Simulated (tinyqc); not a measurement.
## Bulk resistivity and mean free path from two films

Question. In the thick-film limit single-crystal films obey rho = rho0 (1 + 3 (1 - ps) lam/(8 d)). Find rho0, lam and the product rho0 lam.

Parameters, values chosen for the exercise:
- ps = 0.3 (specular share of surface scattering)

rho at d = 62 and 280 nm (uohm cm): [1.9886230, 1.7639094]

Solution. rho is a straight line in 1/d: the intercept is rho0 and the slope (3/8)(1 - ps) rho0 lam. Without ps only the product (1 - ps) lam could be found.

rho0 = 1.700 uohm cm
lam = 40.10 nm
rho0 lam = 68.17 uohm cm nm

Computed by the program tinyqc: `OMP_NUM_THREADS=1 python tinyqc.py 2100148 2100149 out.jsonl`, one thread of a shared Intel Xeon 2.30GHz, about 0.01 s for the whole run.
